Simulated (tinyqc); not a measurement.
One-electron ion in a basis of Gaussians, step by step. One step of it, computed by the program tinyqc.

Problem. Generalised eigenproblem. Solve H C = S C e through S^(-1/2); each column has its largest component positive (the first on a tie).

H = T + V (hartree):
```
,1,2,3,4
1,-6.162403,-6.893217,-6.968827,-6.024478
2,-6.893217,-6.022980,-6.456575,-9.494539
3,-6.968827,-6.456575,9.855184,12.593822
4,-6.024478,-9.494539,12.593822,97.934166
```

S:
```
,1,2,3,4
1,1.000000,0.741621,0.359150,0.145734
2,0.741621,1.000000,0.741686,0.359123
3,0.359150,0.741686,1.000000,0.741585
4,0.145734,0.359123,0.741585,1.000000
```

Give: eigenvalues of S; eigenvalues; coefficients.

Solution.

eigenvalues of S: 0.0714  0.3034  1.0411  2.5841

eigenvalues (hartree): -7.9766  2.7772  43.2701  221.4118

coefficients:
```
,1,2,3,4
1,0.5632,1.3915,-0.7096,0.3010
2,0.4260,-1.3609,1.8733,-0.9646
3,0.1075,0.0144,-1.7303,1.8620
4,0.0337,-0.0576,0.0808,-1.6840
```

For Z = 4 and l = 0 the exact lowest level is -Z^2/(2 n^2) with n = l + 1: -8.000000 hartree.
